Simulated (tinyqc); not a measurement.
Wafer and channel orientation: ellipsoidal valleys in the axes of a wafer and a channel.

Valleys with axes a along x, y and z, one whole valley each; inverse mass tensor w = 1/mt + (1/ml - 1/mt) a a. Device axes: z = nz/|nz|, x = nx/|nx|, y = z cross x; in them a = (ax, ay, az). Confinement mass mz = 1/w_zz. In the plane w_ij is replaced by u_ij = w_ij - w_iz w_jz/w_zz (i, j = x, y); density-of-states mass md = 1/sqrt(det u); conductivity mass along x mc = 1/u_xx; ballistic transport mass mx = u_yy/det u, width mass my = 1/u_yy.

Hard walls: E_n = c (n pi/t)^2/mz, c = hbar^2/2m0, n = 1, 2, 3. Non-degenerate share of a valley proportional to md sum_n exp(-E_n/kT); mean 1/mc = sum of share/mc. 1 nm = 10 angstrom.

Constants: hbar^2/2m0 = 3.80998211 eV angstrom^2; kB = 8.617333262e-05 eV/K.

Values chosen for the exercise (near those of the X valleys of AlAs; shifted at random, so the results belong to these values and not to a real crystal): ml = 1.11 m0 (longitudinal mass); mt = 0.203 m0 (transverse mass); t = 6.2 nm (thickness of the film); T = 300 K (temperature).

For each face/channel: the lowest ladder (mz, number of valleys, md, E1, share) and the mean conductivity mass over all valleys.

Results:

| face/channel | mz | valleys | md | E1 (meV) | share | mean mc |
|---|---|---|---|---|---|---|
| (112)/[11-1] | 0.446 | 1 | 0.320 | 21.9 | 0.454 | 0.3650 |
| (111)/[1-10] | 0.279 | 3 | 0.405 | 35.1 | 1.000 | 0.3245 |
| (001)/[100] | 1.110 | 1 | 0.203 | 8.8 | 0.582 | 0.2448 |
| (113)/[1-10] | 0.612 | 1 | 0.273 | 16.0 | 0.512 | 0.2588 |
| (001)/[110] | 1.110 | 1 | 0.203 | 8.8 | 0.582 | 0.2448 |
| (110)/[001] | 0.343 | 2 | 0.365 | 28.5 | 0.773 | 0.2493 |
| (110)/[1-11] | 0.343 | 2 | 0.365 | 28.5 | 0.773 | 0.3487 |

The mean conductivity mass is lowest, 0.2448, for (001)/[100] and (001)/[110] and highest, 0.3650, for (112)/[11-1]; the bulk value is 0.2790. The confinement energy is lowest on the face with the heaviest mz ((001), 9 meV). The density of states of the lowest ladder, valleys times md, runs between 0.203 and 1.215; a small value limits the charge through the quantum capacitance.

Program tinyqc; command `OMP_NUM_THREADS=1 python tinyqc.py 1880318 1880319 out.jsonl`; about 0.01 s on one thread of a shared Intel(R) Xeon(R) Processor @ 2.30GHz.
